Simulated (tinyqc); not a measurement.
Debye-Callaway model of lattice thermal conductivity. From one set of inputs to another, one input at a time. Computed by tinyqc, a small Python program. Command: `OMP_NUM_THREADS=1 python tinyqc.py 3005832 3005833 out.jsonl callaway ladder`. One thread of a shared host (Intel(R) Xeon(R) Processor @ 2.30GHz), about 0.03 s of CPU time with the checks.

Three acoustic branches with one velocity v, cut at omega_D = k_B Theta/hbar; x = hbar omega/(k_B T). v and Theta are separate inputs: Theta cuts off the heat-carrying modes, so C need not reach 3 k_B/V. gamma is an effective value that sets the umklapp rate.

The inputs printed are set A. Inputs not listed in the table keep their values of set A, so the rows need not describe a real material.

Inputs (values chosen for the exercise, modelled on germanium):
```
quantity                              value        unit
sound velocity v                       3750         m/s
Debye temperature Theta                 367           K
volume per atom V                      22.6  angstrom^3
mean atomic mass M                    72.63           u
effective Grueneisen parameter gamma   1.97           -
umklapp exponent divisor b                3           -
alloy fraction f                       0.44           -
mass difference Delta M                44.6           u
Casimir length L                       3300  micrometre
temperature T                           300           K
```

Sample: crystal. Point defects: alloy. Normal processes: left out.

Constants: k_B = 1.380649e-23 J/K; hbar = 1.054571817e-34 J s; u = 1.6605390666e-27 kg.

Method:
- For a random alloy on all sites Gamma = f (1 - f) (Delta M/M)^2, with M the mean mass; strain-field scattering is left out. A = V Gamma/(4 pi v^3).
- Rates: point defects A omega^4; umklapp B omega^2 T exp(-Theta/(b T)) with B = hbar gamma^2/(M v^2 Theta). Boundaries: v/L.
- kappa_1 = c int tau_C g dx, g = x^4 e^x/(e^x - 1)^2, c = (k_B/(2 pi^2 v)) (k_B T/hbar)^3, over 0 < x < min(Theta/T, 40), by 96 Gauss-Legendre points in s with x = x_max s^2; tau_C = tau_R, the inverse of the summed rates, and kappa = kappa_1.
- Heat capacity C = 3 c int g dx / v^2; grey free path 3 kappa/(C v); the median free path v tau_C halves kappa_1 when the quadrature points are ordered by free path (each counted at half its weight, interpolated in the logarithm); likewise at 10 % and 90 %.

Each row keeps all changes above it:
```
input moved                            from    to  kappa (W/(m K))  heat capacity C (J/(m^3 K))  grey free path (nm)
set A                                     -     -           12.828                   1.3668e+06                 7.51
Casimir length L (micrometre)          3300   180           12.217                   1.3668e+06                 7.15
volume per atom V (angstrom^3)         22.6  27.6           11.096                   1.3668e+06                 6.49
mean atomic mass M (u)                72.63  92.5           15.752                   1.3668e+06                 9.22
sound velocity v (m/s)                 3750  7340           38.737                   1.8226e+05                86.87
effective Grueneisen parameter gamma   1.97  1.63           45.671                   1.8226e+05               102.42
alloy fraction f                       0.44  0.48           45.371                   1.8226e+05               101.74
mass difference Delta M (u)            44.6    47           42.995                   1.8226e+05                96.42
```

Where does the difference come from?

Kappa goes from 12.8 to 43.0, a factor 3.35 in all. The largest single move comes from sound velocity v (a factor 2.46), and volume per atom V works against it (a factor 0.908). Heat capacity C goes from 1.37e6 to 182000, a factor 0.133 in all. The largest single move comes from sound velocity v (a factor 0.133). Grey free path goes from 7.51 to 96.4, a factor 12.8 in all. The largest single move comes from sound velocity v (a factor 9.42). The single moves hold for this order of the switches; the total does not depend on the order.

Caution (all rows): for so large a Gamma the Rayleigh formula is only rough near omega_D.

Extremes, crossings and ranges named in words are read from the listed rows.
